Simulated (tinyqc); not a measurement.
Inside a calculation. Model: band-to-band tunnelling and avalanche in a reverse-biased abrupt junction. Computed by tinyqc, a small Python program that keeps every step. Command: `OMP_NUM_THREADS=1 python tinyqc.py 3012280 3012281 out.jsonl zener walk`. One thread of a shared host (Intel(R) Xeon(R) Processor @ 2.30GHz), about 0.01 s of CPU time with the checks. Intermediate numbers are printed to about 5 digits and carried at full precision; extremes and crossings named in words are read from the listed rows.

Direct Kane tunnelling in the local field (for indirect gaps the mass is an effective fit) and one ionisation coefficient for both carriers. N is the doping of the light side, or N_A N_D/(N_A + N_D) for the symmetric junction; the built-in voltage is taken as E_g/e.

Inputs (values chosen for the exercise, modelled on germanium):
```
quantity                                               value    unit
band gap at 300 K, E_g                                 0.655      eV
gap narrowing with temperature, -dE_g/dT                0.34   meV/K
reduced tunnelling mass m_r                            0.035     m_0
permittivity eps                                          16       -
ionisation prefactor a                               1.2e+07    1/cm
ionisation field at 300 K, b                        1.42e+06    V/cm
relative rise of b with temperature                      6.3  1e-4/K
effective doping N                                   6.3e+17  1/cm^3
reverse bias V_R                                         1.5       V
current density that defines tunnel breakdown, J_0         1  A/cm^2
temperature T                                            200       K
```

Junction: symmetric.

Constants: eps_0 = 8.8541878128e-12 F/m; e = 1.602176634e-19 C; m_0 = 9.1093837015e-31 kg; hbar = 1.054571817e-34 J s.

## Junction at the given bias

E_g(T) = E_g - (T - 300 K)(-dE_g/dT); b(T) = b [1 + (rise)(T - 300 K)]; w = sqrt(2 eps eps_0 (V_R + E_g/e)/(e N)); F_m = 2 (V_R + E_g/e)/w; the field falls linearly from F_m to 0 on both sides.

E_g(T) = 0.689 eV

depletion width w = 78.387 nm

peak field F_m = 0.55851 MV/cm

shortest tunnelling distance E_g/(e F_m) = 12.336 nm

## Kane coefficients and peak generation rate

Kane: G(F) = A F^2 exp(-B/F), A = e^2 sqrt(m_r)/(18 pi hbar^2 sqrt(E_g)), B = pi sqrt(m_r) E_g^(3/2)/(2 e hbar), SI units; J = e int G dx x V_R/(V_R + E_g/e), the last factor making J vanish at zero bias; int G dx = (w/F_m) int_0^F_m G dF by 64 Gauss-Legendre points.

A = 2.1936e+20 1/(cm s V^2)

B = 6.0884 MV/cm

B/F_m = 10.901

G(F_m) = 1.2614e+27 1/(cm^3 s)

## Tunnel current and multiplication

Avalanche: I = (w/F_m) int_0^F_m a exp(-b/F) dF by 64 Gauss-Legendre points, M = 1/(1 - I), breakdown at I = 1.

tunnel current density = 74.067 A/cm^2

ionisation integral I = 2.1607

The estimate e G(F_m) w (F_m/B) V_R/(V_R + E_g/e), which keeps only the region near the peak, gives 99.6 A/cm^2. Caution: the bias lies beyond avalanche breakdown (I > 1), so the junction cannot hold it.

## Which breakdown comes first?

V_Z solves J = J_0 and V_A solves I = 1; the lower one is the breakdown voltage; temperature coefficients by a central difference of +/- 10 K.

tunnel breakdown V_Z = 0.65062 V

avalanche breakdown V_A = 0.83622 V

breakdown voltage = 0.65062 V

dV_Z/dT = -1.2356 mV/K

dV_A/dT = 1.9376 mV/K

Tunnelling comes first, at 0.9 E_g/e. V_Z falls on heating because the gap shrinks, and V_A rises because carriers lose more energy to phonons. Caution: V_A is below about 5 E_g/e, where the local law understates it, since it ignores the distance a carrier needs to reach the ionisation energy.

## Against the doping

The formulas are those given above.

Breakdown:
```
N (1/cm^3)     V_Z (V)  V_A (V)  F_m at breakdown (MV/cm)       first
1.30e+16    3.9891e+01   18.659                   0.23852   avalanche
3.20e+16    1.7306e+01    9.477                   0.27126   avalanche
7.60e+16    7.6001e+00    4.936                   0.31096   avalanche
1.90e+17    2.9981e+00    2.418                   0.36544   avalanche
3.80e+17    1.3406e+00    1.350                   0.41767  tunnelling
6.30e+17    6.5062e-01    0.836                   0.43691  tunnelling
1.30e+18    1.2246e-01    0.348                   0.48847  tunnelling
```

The mechanism changes between 1.90e17 and 3.80e17 per cm^3. Across the table V_Z + E_g/e scales as N^-0.85 and V_A as N^-0.86: tunnelling needs a nearly fixed field, while avalanche in a thinner layer needs a higher one. Rows with V_Z below E_g/e understate it, since the local Kane formula overestimates the current there. Rows with V_A below about 5 E_g/e understate it, since the local law ignores the distance a carrier needs to reach the ionisation energy; silicon and germanium junctions change over near 4 to 6 E_g/e.

Checks made by the program: field integral against adaptive quadrature in x (relative difference 2e-10).
